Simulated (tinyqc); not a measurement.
Inside a calculation. Model: two-step dopant diffusion (predeposition and drive-in) with a constant diffusivity. Computed by tinyqc, a small Python program that keeps every step. Command: `OMP_NUM_THREADS=1 python tinyqc.py 3018195 3018196 out.jsonl dopdiff walk`. One thread of a shared host (Intel(R) Xeon(R) Processor @ 2.30GHz), about 0.04 s of CPU time with the checks. Intermediate numbers are printed to about 7 digits and carried at full precision; extremes and crossings named in words are read from the listed rows.

Fick diffusion into a half space x > 0 whose background doping C_B is of the opposite type, so that a junction lies where C = C_B.

Inputs (values chosen for the exercise, modelled on gallium in silicon):

| quantity | value | unit |
|---|---|---|
| prefactor D0 | 0.297 | cm^2/s |
| activation energy E | 3.39 | eV |
| surface concentration C_s | 1.7e+19 | 1/cm^3 |
| background doping C_B | 8.1e+14 | 1/cm^3 |
| predeposition temperature T1 | 950 | C |
| predeposition time t1 | 15 | min |
| drive-in temperature T2 | 1200 | C |
| drive-in time t2 | 90 | min |
| mean mobility in the layer mu | 240 | cm^2/(V s) |

Furnace ramps of the drive-in: none.

Constants: k_B = 8.617333262e-05 eV/K; e = 1.602176634e-19 C.

## Diffusivities

D = D0 exp(-E/(k_B T)). Temperatures in kelvin are T(C) + 273.15. Times in seconds are 60 times the minutes.

D1 = 3.197771e-15 cm^2/s

D2 = 7.503478e-13 cm^2/s

product D1 t1 = 2.877994e-12 cm^2

## Thermal budget of the drive-in

(Dt)2 = D2 t2, t2 in seconds.

drive-in budget (Dt)2 = 4.051878e-09 cm^2

## Predeposition

C = C_s erfc(x/(2 sqrt(D1 t1))); dose Q = 2 C_s sqrt(D1 t1/pi); the junction solves erfc(z) = C_B/C_s with x_j = 2 z sqrt(D1 t1).

dose Q = 3.254235e+13 1/cm^2

z = 2.875717

junction depth after predeposition = 0.09757108 um

## Drive-in as a Gaussian

With a sealed surface and a thin source, C = Q/sqrt(pi (Dt)2) exp(-x^2/(4 (Dt)2)); x_j = 2 sqrt((Dt)2 ln(C(0)/C_B)); gradient at the junction |dC/dx| = C_B x_j/(2 (Dt)2).

surface concentration C(0) (Gaussian) = 2.884335e+17 1/cm^3

junction depth x_j = 3.085809 um

gradient at the junction = 3.084378e+19 1/cm^4

The drive-in moves the junction from 0.0976 to 3.09 um and lowers the surface value by a factor 58.9. Caution: C_s exceeds the intrinsic carrier density of silicon at the predeposition temperature (2e18 to 1e19 per cm^3), where real diffusivities rise with concentration and profiles turn box-like.

## Sheet resistance

Net dose Q_net = Q erf(x_j/(2 sqrt((Dt)2))) - C_B x_j; R_s = 1/(e mu Q_net), with every dopant ionised and one mobility.

net dose = 3.227260e+13 1/cm^2

sheet resistance R_s (Gaussian) = 805.8318 ohm/square

## Exact junction depth

Exact two-step profile: C = (2 C_s/pi) int_0^alpha exp(-beta (1 + u^2))/(1 + u^2) du with alpha = sqrt(D1 t1/(Dt)2), beta = x^2/(4 (D1 t1 + (Dt)2)). The integral takes 48 Gauss-Legendre points; solve C(x) = C_B.

exact junction depth = 3.086477 um

## Gaussian against the exact two-step profile

Gaussian: C = Q/sqrt(pi (Dt)2) exp(-x^2/(4 (Dt)2)). Depths are fractions of the Gaussian x_j.

Profiles:

| x/x_j | x (um) | Gaussian (1/cm^3) | exact (1/cm^3) | ratio |
|---|---|---|---|---|
| 0.0 | 0.000000 | 2.884335e+17 | 2.883653e+17 | 1.000237 |
| 0.2 | 0.617162 | 2.280255e+17 | 2.279969e+17 | 1.000125 |
| 0.4 | 1.234323 | 1.126668e+17 | 1.126903e+17 | 0.999792 |
| 0.6 | 1.851485 | 3.479236e+16 | 3.481896e+16 | 0.999236 |
| 0.8 | 2.468647 | 6.715014e+15 | 6.725383e+15 | 0.998458 |
| 1.0 | 3.085809 | 8.100000e+14 | 8.120636e+14 | 0.997459 |
| 1.2 | 3.702970 | 6.106583e+13 | 6.129640e+13 | 0.996239 |

With D1 t1/(Dt)2 = 7.1e-4, the Gaussian is 0.024 % high at the surface and 0.25 % low at its own junction; the exact junction lies at 3.086 um, 0.022 % deeper. The dose is the same, but the real source already has a width, which is negligible here.

Checks made by the program: exact profile against the direct convolution of the erfc with the Gaussian kernel (relative difference below 1e-10).
